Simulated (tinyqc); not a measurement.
Carrier lifetime of an n-type layer with SRH, radiative, Auger and surface recombination: one step of the calculation.

Uniform excess density dn = dp (no trapping), n = n0 + dn, p = p0 + dn, Boltzmann statistics, full ionisation. Surfaces enter as a rate 2 S dn/d, which holds while diffusion to them is fast.

Question. New dn. With e = n p - ni^2 = dn (n0 + p0 + dn): U_SRH = e/(tp0 (n + n1) + tn0 (p + p1)), U_rad = B e, U_Aug = (Cn n + Cp p) e, U_s = 2 S dn/d. Newton step on ln U(ln dn) = ln G, U the sum: k = d ln U/d ln dn (central difference over factors 1.0001), dn(new) = dn (G/U)^(1/k).

Inputs (values chosen for the exercise); band and dielectric values close to those of gallium arsenide: radiative coefficient B = 6.98e-10 cm^3/s; Auger coefficient (two electrons) Cn = 2.5e-30 cm^6/s; Auger coefficient (two holes) Cp = 1.5e-30 cm^6/s; surface recombination velocity (both faces) S = 0 cm/s; sample thickness d = 300 um; generation rate G = 4.6e21 cm^-3 s^-1.

dn after iteration 2 = 3.2821333e14 cm^-3
n0 = 2.5e15 cm^-3
p0 = 4.7578063 cm^-3
n1 = 11758.133 cm^-3
p1 = 1.0115990e12 cm^-3
tn0 = 2.2727273e-7 s
tp0 = 5.6818182e-8 s

Wanted: U_SRH; U_rad; U_Aug; U_s; k; dn after iteration 3.

Answer.

U_SRH = 3.941e21 cm^-3 s^-1
U_rad = 6.479e20 cm^-3 s^-1
U_Aug = 7.020e15 cm^-3 s^-1
U_s = 0 cm^-3 s^-1
k = 0.7760
dn after iteration 3 = 3.292e14 cm^-3

Program tinyqc, `OMP_NUM_THREADS=1 python tinyqc.py 2300023 2300024 out.jsonl`; Intel Xeon 2.30GHz, shared host, one thread, about 0.01 s.
